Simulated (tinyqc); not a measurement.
Decay across the direct gap: complex band structure along [001] in sp3s* tight binding.

For k = (0, 0, kz) the phase sums are g0 = cos(phi) and g3 = i sin(phi), phi = kz a/4, and the s, pz, s* orbitals of anion (a) and cation (c) decouple from px, py. With z = exp(i phi), H(z) = H0 + z T + T^T/z for any complex z. H0 is diagonal (Esa, Epa, Exa, Esc, Epc, Exc). The anion-cation block is B(z) = z U + W/z and the cation-anion block z W^T + U^T/z, where U has Vss/2 (s,s), Vsapc/2 (s,z), -Vscpa/2 (z,s), Vxx/2 (z,z), Vxapc/2 (s*,z), -Vpaxc/2 (z,s*), and W has the same values with the s-z and s*-z signs reversed. |z| = 1 is a band state, |z| < 1 decays along [001] as exp(-kappa d) over a distance d, kappa = -(4/a) ln|z|. No spin-orbit coupling.

Constants: hbar^2/2m0 = 3.80998211 eV angstrom^2.

Parameters, chosen for this exercise (out of a larger set: near a published set for InAs, fitted to gaps, whose masses and valley positions are rough (light masses up to twice too heavy); not measured data): p = (-9.64, 0.905, -2.733, 3.709, 7.335, 6.776, -5.566, 1.82, 4.427, 3.018, 5.414, 3.385, 3.95) eV (order Esa, Epa, Esc, Epc, Exa, Exc, Vss, Vxx, Vxy, Vsapc, Vscpa, Vxapc, Vpaxc); a = 6.062 angstrom (lattice constant).

Ev = 0.00961 eV
EG (direct gap) = 0.35424 eV

masses of this model, from the curvature at Gamma (m0): m_lh 0.02408, m_e 0.02550

kappa of the imaginary branch at Gamma against three formulas: parabolic from the valence edge, sqrt(m_lh E/c); parabolic from the conduction edge, sqrt(m_e (EG - E)/c); two-band (Franz), sqrt(m E (1 - E/EG)/c) with m = 2 m_lh m_e/(m_lh + m_e). E from Ev; c = hbar^2/2m0.

kappa (1/angstrom):
```
E/EG  E (eV)  tight binding  parabolic, valence  parabolic, conduction  two-band
0.05  0.0177         0.0103              0.0106                 0.0475    0.0105
0.15  0.0531         0.0170              0.0183                 0.0449    0.0171
0.25  0.0886         0.0206              0.0237                 0.0422    0.0208
0.35  0.1240         0.0228              0.0280                 0.0393    0.0229
0.50  0.1771         0.0240              0.0335                 0.0344    0.0240
0.65  0.2303         0.0230              0.0382                 0.0288    0.0229
0.75  0.2657         0.0209              0.0410                 0.0243    0.0208
0.85  0.3011         0.0173              0.0436                 0.0189    0.0171
0.95  0.3365         0.0106              0.0461                 0.0109    0.0105
```

The branch joins the light-hole and conduction bands and peaks, among these rows, at E/EG = 0.50 with kappa = 0.0240 1/angstrom. At mid-gap the parabola from the conduction edge is +44 % off and the two-band form +0.1 %; over 5 nm the parabola would misstate exp(-2 kappa d) by a factor 2.84.

Run: tinyqc, `OMP_NUM_THREADS=1 python tinyqc.py 1450905 1450906 out.jsonl`; Intel(R) Xeon(R) Processor @ 2.30GHz, one thread, shared host; about 0.01 s of CPU time with all checks.
